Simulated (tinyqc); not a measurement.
Inside a calculation: free and nearly free electrons in a metal. Values are carried at full precision from step to step, so a last printed digit may differ when a step is redone from the rounded ones.

The cubic cell holds 4 atoms: n = 4 z/a^3, kF = (3 pi^2 n)^(1/3), EF = c kF^2/m, vF = 2 c kF/(m hbar), c = hbar^2/2m0; rs = (3/(4 pi n))^(1/3)/a0; D(EF) = 3 n/(2 EF).

Constants: hbar^2/2m0 = 3.80998211 eV angstrom^2; hbar = 6.58211957e-16 eV s; a0 (Bohr radius) = 0.5291772105 angstrom; kB = 8.617333262e-05 eV/K.

Values chosen for the exercise (near those of Al; shifted at random, so the results belong to these values and not to a real crystal):
```
symbol  value  unit          meaning
a       4.083  angstrom      fcc lattice constant
z       3                    free electrons an atom
m       1      m0            mass
rho     3.01   micro-ohm cm  bulk resistivity
T       320    K
V       0.42   eV            |V_G| for G = (111)
x       0.91                 k along G as a share of |G|/2
```

## The Fermi sphere

Evaluate the free-electron quantities.

n = 0.17630 1/angstrom^3
kF = 1.7347 1/angstrom
EF = 11.465 eV
vF = 2.008e+06 m/s
rs = 2.091
D(EF) per atom = 0.3925 1/eV

## Relaxation time and mean free path

Drude: 1/rho = n e^2 tau/(m m0) with e = 1.602176634e-19 C and m0 = 9.1093837e-31 kg; mean free path l = vF tau; rho l = hbar kF/(n e^2) = 12 pi^3 hbar/(e^2 S) with S = 4 pi kF^2 does not depend on tau or m.

Use SI units: n in 1/m^3 (1e30 per 1/angstrom^3), rho in ohm m (1e-8 per micro-ohm cm).

tau = 6.69 fs
l = 13.43 nm
rho l = 4.042 1e-16 ohm m^2

Wires lose conductivity to surfaces and grain boundaries, with an excess that scales as rho l over the width and is of the order of rho itself at a width of l = 13 nm.

## Thermal quantities

gamma = (pi^2/3) kB^2 D(EF) per atom, times 96485.33 x 1e3 for mJ/(mol K^2); mu(T) = EF (1 - (pi kB T/EF)^2/12); Wiedemann-Franz kappa = L0 T/rho with L0 = (pi^2/3) (kB/e)^2, kB/e in V/K.

gamma = 0.925 mJ/(mol K^2)
mu - EF = -0.0546 meV
kappa = 260 W/(m K)

## The sphere against the zone faces

Take G = (hkl) 2 pi/a for (111), (200) and (220), with the number of equivalent faces. The Bragg plane of G lies at |G|/2 with |G| = (2 pi/a) sqrt(h^2 + k^2 + l^2). Where kF exceeds it, the sphere cuts the plane in a circle of radius sqrt(kF^2 - G^2/4).

Distance and circle for each G:
```
G      faces  |G|/2 (1/angstrom)  kF/(|G|/2)  circle radius
(111)      8              1.3327      1.3016         1.1104
(200)      6              1.5389      1.1273         0.8006
(220)     12              2.1763      0.7971              -
```

The sphere crosses the (111) and (200) faces, so electrons spill into higher zones.

## Two plane waves near the face

Two plane waves k and k - G, G = (111) (2 pi/a): H = [[c k^2/m, V], [V, c (k - G)^2/m]] with c = hbar^2/2m0.

Build H for k along G, diagonalise, and give the weight of the first wave in the lower state and its velocity along G relative to a free electron, (w k + (1 - w)(k - G))/k.

H (eV):
```
[[5.6036, 0.4200],
 [0.4200, 8.0397]]
```

levels (eV): [5.5332, 8.1100]

w = 0.9727
v/v_free = 0.9400

The splitting is 2.577 eV here and 2V = 0.84 eV on the face, where the normal velocity vanishes. There the lower band lies at 6.347 eV and the upper at 7.187 eV, both below the free EF of 11.465 eV: the face centre is filled in both bands and band 2 holds electrons here, while band 1 may keep holes at the zone corners.

## Checks

- Lower level against the closed form of the 2 x 2 problem (eV): both 5.5332.
- The product rho l against hbar kF/(n e^2) (1e-16 ohm m^2): both 4.042.

Computed by tinyqc, a small Python program: `OMP_NUM_THREADS=1 python tinyqc.py 1651140 1651141 out.jsonl` (the numbers bound the seed that draws the inputs); one thread of a shared host (Intel(R) Xeon(R) Processor @ 2.30GHz), about 0.01 s for the whole set of steps.
